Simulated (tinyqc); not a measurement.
Worked calculation: finite-size error of a charged defect in a periodic cell: Madelung and Makov-Payne terms. Computed by tinyqc, a small Python program that keeps every step. Command: `OMP_NUM_THREADS=1 python tinyqc.py 3024187 3024188 out.jsonl imagecharge walk`. One thread of a shared host (Intel(R) Xeon(R) Processor @ 2.30GHz), about 0.02 s of CPU time with the checks. Intermediate numbers are printed to about 7 digits and carried at full precision; extremes and crossings named in words are read from the listed rows.

L is the cube root of the cell volume. The defect charge is a Gaussian, rho(r) = q (2 pi sigma^2)^(-3/2) exp(-r^2/2 sigma^2), repeated periodically in a uniform neutralising background and screened by a continuum. The model cell energy is E(L) = E_0 + [periodic - isolated electrostatic energy].

Inputs (values chosen for the exercise, for a model uniaxial host):

| quantity | value | unit |
|---|---|---|
| charge q | -1 | e |
| cell length L | 12.8 | angstrom |
| dielectric constant eps_xy | 5.86 | - |
| dielectric constant eps_z | 11.6 | - |
| axis ratio c/a | 1.74 | - |
| width sigma of the defect charge | 2 | angstrom |
| formation energy of the isolated defect E_0 | 3.847 | eV |

Supercell lattice: tetragonal. Screening: uniaxial.

scatter added to the six cells, standing for numerical noise (meV): -0.89  -0.44  0.17  0.23  0.22  0.71

Constants: e^2/(4 pi eps_0) = 14.39964548 eV angstrom.

## The cell

Cell vectors: (1,0,0), (0,1,0), (0,0,c/a), scaled to volume L^3.

cell vectors (rows) (angstrom):
```
          1         2         3
1  10.64209   0.00000   0.00000
2   0.00000  10.64209   0.00000
3   0.00000   0.00000  18.51723
```

nearest image = 10.64209 angstrom

## Madelung energy

Ewald sum for a unit point charge: scale each Cartesian component of the cell by 1/sqrt(eps_i), giving R', G' and V'; E = [ (1/2) sum erfc(eta R')/R' + (2 pi/V') sum exp(-G'^2/4 eta^2)/G'^2 - eta/sqrt(pi) - pi/(2 V' eta^2) ] e^2/(4 pi eps_0) / sqrt(eps_x eps_y eps_z), over n_i = -6..6, omitting n = (0,0,0), eta = 2/V'^(1/3). alpha = -2 E eps_g L/(e^2/(4 pi eps_0)), eps_g = (eps_x eps_y eps_z)^(1/3).

terms for a unit charge (eV): real space 0.0029665, reciprocal 0.0161083, self -0.1725225, background -0.0600414

Madelung constant alpha = 2.792639

point-charge correction -q^2 E = 0.2134891 eV

Cubic cells have alpha = 2.837 (sc) to 2.888 (fcc, bcc); this cell is near that range.

## Energy of the smeared charge in the cell

Periodic energy of the Gaussian: (2 pi q^2/V) sum_(G != 0) exp(-sigma^2 G^2)/(G.eps.G) x e^2/(4 pi eps_0), n_i = -k..k with k = max(9, L/sigma rounded up). Isolated energy: q^2/(2 sqrt(pi) sigma) <1/(n.eps.n)> e^2/(4 pi eps_0), the mean over directions n (64 Gauss-Legendre points in cos(theta)).

periodic energy = 0.08801490 eV

isolated energy = 0.2732325 eV

finite-size error = -0.1852176 eV

E(L) = 3.661782 eV

## A series of cells

Cells of the same shape with L scaled by 0.7, 0.85, 1, 1.25, 1.5 and 2; the scatter is added to E(L). The point-charge correction scales as 1/L from its value at the input L.

Scaling data:

| L (angstrom) | 1/L (1/angstrom) | E(L) (eV) | E(L) + point-charge correction (eV) |
|---|---|---|---|
| 8.96 | 0.1116071 | 3.620218 | 3.925202 |
| 10.88 | 0.0919118 | 3.641290 | 3.892454 |
| 12.80 | 0.0781250 | 3.661952 | 3.875441 |
| 16.00 | 0.0625000 | 3.690810 | 3.861602 |
| 19.20 | 0.0520833 | 3.713169 | 3.855495 |
| 25.60 | 0.0390625 | 3.744440 | 3.851184 |

## Ways to reach the isolated limit

Least-squares fits of E(L) to a + b/L, a + c/L^3 or a + b/L + c/L^3; the estimate is a, and errors are against E_0.

Estimates of E_0:

| way | estimate (eV) | error (meV) |
|---|---|---|
| largest cell, uncorrected | 3.744440 | -102.5602 |
| largest cell, point-charge term | 3.851184 | 4.1844 |
| 1/L fit, three smallest | 3.757039 | -89.9613 |
| 1/L fit, all six | 3.803133 | -43.8666 |
| 1/L^3 fit, all six | 3.722257 | -124.7435 |
| 1/L and 1/L^3, three smallest | 3.834552 | -12.4477 |
| 1/L and 1/L^3, all six | 3.844922 | -2.0782 |
| corrected data, 1/L^3 fit | 3.848110 | 1.1102 |

coefficient b of the full fit = -2.663430 eV angstrom

Best here: corrected data, 1/L^3 fit (+1.1 meV); worst: 1/L^3 fit, all six (-125 meV). The fitted b is 97.5 % of the Madelung value -q^2 alpha e^2/(8 pi eps_0 eps_g), so such a fit also measures the screening. In the smallest cell the nearest image is under four widths away: the clouds overlap, which no power of 1/L describes. A pure 1/L fit lands below E_0, because the positive 1/L^3 term flattens the small-cell points.

## One dielectric constant for an anisotropic host?

The same sum with an isotropic constant in place of the tensor, the means being taken over (eps_xy, eps_xy, eps_z); errors against the tensor result.

Point-charge correction:

| constant | value | correction (eV) | error (meV) |
|---|---|---|---|
| eps_xy | 5.86000 | 0.2399066 | 26.41757 |
| eps_z | 11.60000 | 0.1211942 | -92.29485 |
| arithmetic mean | 7.77333 | 0.1808559 | -32.63321 |
| geometric mean | 7.35785 | 0.1910684 | -22.42070 |
| harmonic mean | 7.01748 | 0.2003358 | -13.15324 |

The tensor gives 0.2135 eV. Closest is harmonic mean (-13.2 meV) and furthest eps_z (-92.3 meV); anisotropy also changes the effective shape of the cell, which no single constant captures.

Checks made by the program: the same sum with another eta (relative difference below 1e-10).
